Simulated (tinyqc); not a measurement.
What each parameter does: polytypes by hexagonality, and a cubic inclusion as a quantum well.

Gap: E3 + (E2 - E3) h. Valence top Ev2 h and polarisation P2 h, both counted from 3C; Ec = Ev + gap.

A cubic inclusion of width L = N d in the host (h = 1) is a well of depth V = Ec(host) - Ec(3C). Square well with mass mismatch: k tan(k L/2) = (m_w/m_b) q, k = sqrt(m_w E/c), q = sqrt(m_b (V - E)/c), c = hbar^2/2m0, lowest root. The depth of the level, V - E, is its binding, and the transition to the valence top of the host is gap(host) - (V - E). The step in polarisation gives a field |F| = |P|/(eps eps0) in a thin inclusion, eps0 = 8.8541878e-12 F/m.

Constants: hbar^2/2m0 = 3.80998211 eV angstrom^2.

Values chosen for the exercise (of the order of those of InP; shifted at random, so the results belong to these values and not to a real crystal): E3 = 1.42 eV (gap of the cubic polytype); E2 = 1.501 eV (gap of 2H); Ev2 = 0.048 eV (valence top of 2H above that of 3C); P2 = -0.0017 C/m^2 (spontaneous polarisation of 2H); m = (0.076, 0.081) m0 (electron mass along c in the cubic layer and in the host); d = 3.39 angstrom (thickness of a double layer); eps = 12.5 (dielectric constant); N = 24 (double layers in the cubic inclusion).

Well depth, depth of the level, transition without the field and field.

One parameter was then changed.

Results before and after:

| case | V (eV) | depth (eV) | transition (eV) | \|F\| (MV/cm) |
|---|---|---|---|---|
| base | 0.1290 | 0.0967 | 1.4043 | 0.154 |
| changed | 0.1490 | 0.1150 | 1.3860 | 0.154 |

Which of these changes was made? (a) E3 = 1.4 eV; (b) N = 25; (c) m = (0.091, 0.081) m0; (d) E2 = 1.531 eV; (e) eps = 13.5; (f) P2 = -0.0022 C/m^2; (g) Ev2 = 0.078 eV.

Answer: (a) E3 = 1.4 eV. Of the candidates, run in turn, only this one gives the changed row.

All candidates:

| case | V (eV) | depth (eV) | transition (eV) | \|F\| (MV/cm) |
|---|---|---|---|---|
| base | 0.1290 | 0.0967 | 1.4043 | 0.154 |
| N = 25 | 0.1290 | 0.0983 | 1.4027 | 0.154 |
| Ev2 = 0.078 eV | 0.1590 | 0.1242 | 1.3768 | 0.154 |
| E3 = 1.4 eV | 0.1490 | 0.1150 | 1.3860 | 0.154 |
| E2 = 1.531 eV | 0.1590 | 0.1242 | 1.4068 | 0.154 |
| P2 = -0.0022 C/m^2 | 0.1290 | 0.0967 | 1.4043 | 0.199 |
| eps = 13.5 | 0.1290 | 0.0967 | 1.4043 | 0.142 |
| m = (0.091, 0.081) m0 | 0.1290 | 0.0989 | 1.4021 | 0.154 |

tinyqc: `OMP_NUM_THREADS=1 python tinyqc.py 1880888 1880889 out.jsonl`; about 0.08 s, one thread, shared Intel(R) Xeon(R) Processor @ 2.30GHz.
